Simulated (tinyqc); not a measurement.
Bandgap voltage reference from two bipolar transistors: one step of the calculation.

Two transistors of area 1 and N carry the same current I. Is(T) = Is (T/T0)^eta exp[(Vg0 q/kB)(1/T0 - 1/T)], VBE1 = Vt ln(I/Is(T)) + I rb, VBE2 = Vt ln(I/(N Is(T))) + I rb/N. The amplifier forces I R1(T) = VBE1 - VBE2 + Vos, with R(T) = R (1 + tc (T - T0)) for both resistors, and the output is Vref = VBE1 + I R2(T). Base currents and the Early effect are neglected.

Question. Operating point at the reference temperature. Vt = kB T/q; I = (Vt ln N + Vos)/(R1(T) - rb (1 - 1/N)). Evaluate at T = T0.

Inputs (values chosen for the exercise); values of the order met in silicon bipolar transistors: reference temperature T0 = 300 K; band-gap voltage extrapolated to 0 K Vg0 = 1.166 V; temperature exponent of the saturation current eta = 3.2; saturation current of the unit transistor at T0 Is = 2.2e-16 A; area ratio of the second transistor N = 8; resistor across which the difference of VBE falls, at T0 R1 = 7.3 kohm; temperature coefficient of both resistors tc = 1400 ppm/K; offset of the amplifier Vos = 0 mV; series resistance of the unit transistor rb = 17 ohm; output resistor at T0 R2 = 79.88 kohm.

Constants: q = 1.602176634e-19 C, kB = 1.380649e-23 J/K. Results are converted to the units shown.

Wanted: Vt; I; Is(T); VBE1; I R2; Vref.

Answer.

Vt = 0.025852 V
I = 7.3791 uA
Is(T) = 2.2000e-16 A
VBE1 = 0.62668 V
I R2 = 0.58944 V
Vref = 1.2161 V

Program tinyqc, `OMP_NUM_THREADS=1 python tinyqc.py 2062007 2062008 out.jsonl`; Intel Xeon 2.30GHz, shared host, one thread, about 0.03 s.
